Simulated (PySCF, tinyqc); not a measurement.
Worked calculation: CIS on RHF in the sto-3g basis, for H4, spin multiplicity 1. The lowest restricted solution is unstable here: a spin-polarised one lies 0.0396 hartree lower (PySCF). One step of it, computed by the program tinyqc.

Question. CIS matrix, triplets. A(ia,jb) = (e_a - e_i) d_ij d_ab - (ij|ab).

orbital energies (hartree): [-0.623990, -0.261842, 0.251291, 0.684008]

Two-electron integrals over orbitals (pq|rs), unique and non-zero (hartree):
```
(11|11) 0.500820   (21|21) 0.145977   (22|11) 0.490886   (22|22) 0.500146
(31|31) 0.126281   (32|32) 0.083185   (33|11) 0.486593   (33|22) 0.480328
(33|33) 0.494241   (41|32) 0.081958   (41|41) 0.080796   (42|31) 0.127412
(42|42) 0.139730   (43|21) 0.145177   (43|43) 0.159592   (44|11) 0.492723
(44|22) 0.500905   (44|33) 0.500414   (44|44) 0.521253
```

Give: CIS matrix A, triplet.

Answer.

CIS matrix A, triplet (hartree), order 1>3, 1>4, 2>3, 2>4:
```
[[0.389, 0.000, 0.000, -0.145],
 [0.000, 0.815, -0.145, 0.000],
 [0.000, -0.145, 0.033, 0.000],
 [-0.145, 0.000, 0.000, 0.445]]
```
